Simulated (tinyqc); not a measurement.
Floating body of a partially depleted SOI transistor: body voltage and kink: one step of the calculation.

Source at 0 V. Channel current Ic = 2 nf K Vt^2 [F(0) - F(Vd)](1 + la Vd), F(V) = ln^2(1 + exp((Vg - VT - nf V)/(2 nf Vt))), VT = VT0 - gb Vb. Saturation voltage Vs = 2 Vt sqrt(F(0)) + 3 Vt, excess Ve = (Vd - Vs + sqrt((Vd - Vs)^2 + 0.0004 V^2))/2, multiplication M1 = Ai Ve exp(-Bl/Ve). Each junction passes D(v) = J1 (exp(v/Vt) - 1) + J2 (exp(v/(2 Vt)) - 1). Bipolar current Ib = bb J1 (exp(Vb/Vt) - 1). The body settles where M1 (Ic + Ib) = D(Vb) + D(Vb - Vd) + Vb/Rb; drain current Id = (1 + M1)(Ic + Ib) - D(Vb - Vd).

Question. New Vb. Current into the body I_in = M1 (Ic + Ib) - D(Vb - Vd), current out I_out = D(Vb) + Vb/Rb; f = ln(I_in/I_out), s = df/dVb by central differences over 1e-5 V, Vb(new) = Vb - f/s.

Parameters, values chosen for the exercise; values of the order met in partially depleted silicon-on-insulator transistors:
- T = 358 K (temperature)
- VT0 = 0.42 V (threshold at zero body voltage)
- gb = 0.24 (fall of the threshold per volt of body voltage)
- nf = 1.43 (slope factor)
- K = 140 uA/(V^2 um) (gain factor per width)
- la = 0.08 1/V (channel-length modulation factor)
- Ai = 2.41 1/V (impact-ionisation prefactor)
- Bl = 8.9 V (impact-ionisation voltage)
- J1 = 1.6e-10 uA/um (diffusion saturation current of each junction)
- J2 = 1.5e-7 uA/um (recombination saturation current of each junction)
- bb = 0.5 (gain of the lateral bipolar transistor on the diffusion current)
- Rb = 1e6 kohm um (resistance of a weak body tie to the source (1e9 stands for no tie, and the term is then dropped))
- Vg = 0.92 V (gate voltage)
- Vd = 1.6 V (drain voltage)

Constants: q = 1.602176634e-19 C, kB = 1.380649e-23 J/K, Vt = kB T/q. Results are converted to the units shown.

Vb after iteration 1 = 0.56022186 V

Wanted: Ic; Ve; M1; I_in; I_out; f; s; Vb after iteration 2.

Answer.

Ic = 22.23 uA/um
Ve = 1.064 V
M1 = 5.964e-4
I_in = 0.01326 uA/um
I_out = 0.01420 uA/um
f = -0.06817
s = -30.42 1/V
Vb after iteration 2 = 0.5580 V

Range of the model: The multiplication law is an empirical form chosen for the exercise; self-heating and capacitive coupling to the body are left out, and the linear laws are rough once Vb passes about 0.7 V or M1 about 0.1.

Computed by the program tinyqc: `OMP_NUM_THREADS=1 python tinyqc.py 2182133 2182134 out.jsonl`, one thread of a shared Intel Xeon 2.30GHz, about 0.2 s for the whole run.
